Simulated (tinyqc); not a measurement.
Potential step from the flux.

Question. On one interval J = (q mu Vt/hx) [nb B(d) - na B(-d)], B(d) = d/(exp(d) - 1), d = (psi_b - psi_a)/Vt. Find psi_b - psi_a, and the step at which J would vanish.

Parameters, values chosen for the exercise:

| symbol | value | unit | meaning |
|---|---|---|---|
| T | 273 | K | temperature |
| mu | 988 | cm^2/(V s) | electron mobility |
| na | 8.3e14 | cm^-3 | density at the left node |
| nb | 2.8e14 | cm^-3 | density at the right node |
| hx | 9.2 | nm | node spacing |

Constants: q = 1.602176634e-19 C, kB = 1.380649e-23 J/K, Vt = kB T/q. Results are converted to the units shown.

J = -8157.9222 A/cm^2

Solution. B(d) falls and B(-d) rises with d, so J falls steadily with the step and one value matches. J = 0 needs nb/na = exp(d), the Boltzmann ratio.

psi_b - psi_a = 0.0530 V
step for J = 0 = -0.0256 V

Program tinyqc, `OMP_NUM_THREADS=1 python tinyqc.py 2220046 2220047 out.jsonl`; Intel Xeon 2.30GHz, shared host, one thread, about 0.01 s.
